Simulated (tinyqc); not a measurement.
# Planar ballistic transistor, top-of-the-barrier model: effect of the band edge at the barrier top above the source Fermi level at zero bias

At the top of the source barrier, states moving towards the drain are filled by the source (Fermi level 0) and states moving back by the drain (Fermi level -q Vd); nothing scatters. U is the shift of the band edge there, set by the capacitances CG, CD and CS (the total) and by the charge. Parabolic two-dimensional band; the source is grounded.

N0 = gv m kB T/(pi hbar^2), CG = eps0 eox/tox, vT = sqrt(2 kB T/(pi m)), CS = CG/aG, n0 = n at U = 0 and Vd = 0. eta1 = -(E0 + U)/Vt, eta2 = eta1 - Vd/Vt, n = (N0/2)[F_0(eta1) + F_0(eta2)], F_0(x) = ln(1 + exp x). U = UL + q (n - n0)/CS with UL = -(aG Vg + aD Vd), energies in eV. I = q (N0/2) vT [F_(1/2)(eta1) - F_(1/2)(eta2)] per width, F_(1/2)(x) = (2/sqrt(pi)) int_0^infinity u^(1/2)/(1 + exp(u - x)) du. CQ = (q/Vt) dn/d(eta1).

Inputs (values chosen for the exercise); mass and valleys made up:
```
symbol,value,unit,meaning
T,150,K,temperature
m,0.165,m0,effective mass
gv,1,,valley degeneracy
eox,16,,relative permittivity of the gate insulator
tox,1.5,nm,insulator thickness
aG,0.82,,gate control CG/CS
aD,0.075,,drain control CD/CS
Vg,0.5,V,gate voltage
Vd,0.5,V,drain voltage
```

Constants: q = 1.602176634e-19 C, kB = 1.380649e-23 J/K, hbar = 1.054571817e-34 J s, m0 = 9.1093837015e-31 kg, Vt = kB T/q, eps0 = 8.8541878128e-14 F/cm where lengths are in cm. Results are converted to the units shown.

Results:
```
E0 (eV),eta1,n (cm^-2),I (uA/um),mean velocity I/(q n) (cm/s),CQ/CS
0.1,18.172,8.0952e12,3910.0,3.0146e7,0.47940
0.15,15.557,6.9303e12,3101.4,2.7931e7,0.47940
0.2,12.943,5.7656e12,2358.7,2.5534e7,0.47940
0.3,7.7132,3.4362e12,1099.9,1.9979e7,0.47919
0.35,5.0967,2.2731e12,607.25,1.6674e7,0.47649
0.4,2.4573,1.1313e12,236.38,1.3042e7,0.44157
0.45,-0.43305,2.2268e11,35.903,1.0063e7,0.18859
```

Estimate the missing row, E0 = 0.25 eV.

Computed row:
```
E0 (eV),eta1,n (cm^-2),I (uA/um),mean velocity I/(q n) (cm/s),CQ/CS
0.25,10.328,4.6008e12,1688.5,2.2906e7,0.47938
```

With this row back in the table: As E0 goes from 0.1 to 0.45 eV, n falls from 8.10e12 to 2.23e11 cm^-2, the mean velocity falls from 3.01e7 to 1.01e7 cm/s and the current falls from 3910 to 35.9 uA/um. CQ/CS goes from 0.48 to 0.19.

Numbers from tinyqc (`OMP_NUM_THREADS=1 python tinyqc.py 2400048 2400049 out.jsonl`; about 0.01 s on one thread of a shared Intel Xeon 2.30GHz).
